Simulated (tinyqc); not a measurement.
Inside a calculation. Method: plane-wave Kohn-Sham cycle with exchange-only LDA in a layered model solid. One step of it, computed by the program tinyqc.

Task: Iteration 2: Hamiltonian at one k. H(m,m') = (k + G_m)^2/2 delta + V(G_m - G_m'), with V(-G) = V(G).

A solid whose potential varies along x alone (atomic units):
```
parameter                      value
period a                   17.400000
cross-section of the cell  38.000000
electrons per cell                 4
grid points                       16
plane waves -n..n, n               3
k points                           2
V1 in V1 cos(2 pi x/a)     -0.220000
V2 in V2 cos(4 pi x/a)     -0.070000
```

V(G_m), m = 0, 1, 2, ... (hartree): -0.179246  -0.075323  -0.033696  -0.000025  0.000158  0.000069  0.000010

k = 0.250000 2 pi / a

Give: H.

Result:

H (hartree), lower triangle:
```
         -3       -2       -1       +0       +1       +2      +3
-3   0.3138
-2  -0.0753   0.0204
-1  -0.0337  -0.0753  -0.1426
+0   0.0000  -0.0337  -0.0753  -0.1752
+1   0.0002   0.0000  -0.0337  -0.0753  -0.0774
+2   0.0001   0.0002   0.0000  -0.0337  -0.0753   0.1508
+3   0.0000   0.0001   0.0002   0.0000  -0.0337  -0.0753  0.5094
```
